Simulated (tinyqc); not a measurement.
From results back to parameters: inversion layer as a triangular well, valleys of the Si type. Five cases, with inputs chosen for the exercise.

Problem. The spacing of the two lowest levels of one ladder was computed from a hidden sheet density Ns.

The field is taken as constant, e F = 4 pi (e^2/4 pi eps0)(Nd + eta Ns)/eps, with 1e12/cm^2 = 1e-4/angstrom^2, and the oxide as a hard wall at z = 0; c = hbar^2/2m0.

Level j of a valley lies at E_j = a_j (c (e F)^2/m_z)^(1/3) above the band edge at the surface, with the Airy zeros a_j = 2.338107, 4.087949, 5.520560, 6.786708, 7.944134, 9.022651, 10.040174, 11.008524, 11.936016, 12.828777, and has <z> = 2 E_j/(3 e F).

Constants: hbar^2/2m0 = 3.80998211 eV angstrom^2; e^2/(4 pi eps0) = 14.39964547 eV angstrom.

Find: F; Ns.

Method. e F = sqrt(m_z/c) [(E_1 - E_0)/(a_1 - a_0)]^(3/2), with a_0 and a_1 the first two zeros; then Ns = (eps e F/(4 pi e^2/4 pi eps0) - Nd)/eta.

Case 1.

Values chosen (near those of Si; not measured data): m_z = 0.919 m0 (confinement mass); eps = 11.9 (dielectric constant); Nd = 0.24 x 1e12/cm^2 (depletion charge); eta = 0.5 (share of Ns in the effective field).

E_1 - E_0 = 59.7904 meV

Solution.

F = 0.3102 MV/cm
Ns = 3.60 x 1e12/cm^2

Case 2.

Values chosen (near those of Si; not measured data): m_z = 0.902 m0 (confinement mass); eps = 11.8 (dielectric constant); Nd = 0.39 x 1e12/cm^2 (depletion charge); eta = 0.5 (share of Ns in the effective field).

E_1 - E_0 = 55.4531 meV

Solution.

F = 0.2745 MV/cm
Ns = 2.80 x 1e12/cm^2

Case 3.

Values chosen (near those of Si; not measured data): m_z = 0.3178 m0 (confinement mass); eps = 11.7 (dielectric constant); Nd = 0.85 x 1e12/cm^2 (depletion charge); eta = 0.5 (share of Ns in the effective field).

E_1 - E_0 = 64.7749 meV

Solution.

F = 0.2057 MV/cm
Ns = 0.96 x 1e12/cm^2

Case 4.

Values chosen (near those of Si; not measured data): m_z = 0.901 m0 (confinement mass); eps = 11.7 (dielectric constant); Nd = 0.29 x 1e12/cm^2 (depletion charge); eta = 0.75 (share of Ns in the effective field).

E_1 - E_0 = 67.6468 meV

Solution.

F = 0.3696 MV/cm
Ns = 2.80 x 1e12/cm^2

Case 5.

Values chosen (near those of Si; not measured data): m_z = 0.924 m0 (confinement mass); eps = 11.9 (dielectric constant); Nd = 1.2 x 1e12/cm^2 (depletion charge); eta = 0.5 (share of Ns in the effective field).

E_1 - E_0 = 68.3469 meV

Solution.

F = 0.3801 MV/cm
Ns = 2.60 x 1e12/cm^2

Computed by tinyqc, one run a case: `OMP_NUM_THREADS=1 python tinyqc.py N N+1 out.jsonl` with N = 1280328, 1280346, 1280446, 1280551, 1280594; one thread of a shared Intel(R) Xeon(R) Processor @ 2.30GHz, about 0.05 s a run at most.
